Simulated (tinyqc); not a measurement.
Molecular dynamics of a small cluster by velocity Verlet steps: one step, computed by the program tinyqc. Command: `OMP_NUM_THREADS=1 python tinyqc.py 3010481 3010482 out.jsonl verlet walk`. One thread of a shared host (Intel(R) Xeon(R) Processor @ 2.30GHz), about 0.2 s of CPU time with the checks.

E = sum_(i<j) phi(r_ij), phi(r) = eps [exp(-2 alpha (r - r0)) - 2 exp(-alpha (r - r0))]; the force on i is -sum_j phi'(r_ij) (R_i - R_j)/r_ij.

Question. State at the start. Velocity Verlet: a = c F/M with c = 9.648533212e-3 angstrom/fs^2 per eV/(angstrom u); R(new) = R + v dt + a dt^2/2; v(new) = v + (a + a(new)) dt/2. Kinetic energy K = M v^2/(2c); temperature T = 2K/((3N - 3) k_B), rotation of the cluster included. After each step v is scaled by sqrt(1 + (dt/tau)(T0/T - 1)).

Inputs (values chosen for the exercise, for model atoms):
```
quantity               value        unit
length r0                2.5    angstrom
well depth eps          0.55          eV
stiffness alpha         2.21  1/angstrom
atomic mass M           28.2           u
time step dt               2          fs
target temperature T0    100           K
coupling time tau        200          fs
```

Potential: Morse. Thermostat: Berendsen.

starting positions (angstrom):
```
            x      y      z
atom 1   0.02  -0.04   0.05
atom 2    2.5  -0.01  -0.05
atom 3   2.49    2.5  -0.05
atom 4  -0.02    2.5   0.03
atom 5   1.25   1.26   1.75
atom 6   1.29   1.28  -1.76
```

starting velocities (angstrom/fs):
```
               x         y         z
atom 1  -0.00249   0.00095   -0.0011
atom 2   0.00466    0.0035   0.00113
atom 3   -0.0027   0.00041   -0.0023
atom 4  -0.00017  -0.00296     1e-05
atom 5  -0.00121  -0.00046  -0.00199
atom 6   0.00191  -0.00143   0.00424
```

Constants: 1 eV/(angstrom u) = 9.648533212e-03 angstrom/fs^2; k_B = 8.617333262e-05 eV/K.

Give: forces; potential energy; kinetic energy; temperature.

Answer.

forces (eV/angstrom):
```
              x        y        z
atom 1   0.1087   0.4068  -0.3550
atom 2  -0.0070   0.1542   0.2832
atom 3   0.0390   0.0454   0.4576
atom 4   0.2044  -0.3290  -0.2296
atom 5   0.2940  -0.0297  -0.1467
atom 6  -0.6391  -0.2477  -0.0095
```

potential energy = -6.862 eV

kinetic energy = 0.1380 eV

temperature = 213.5 K
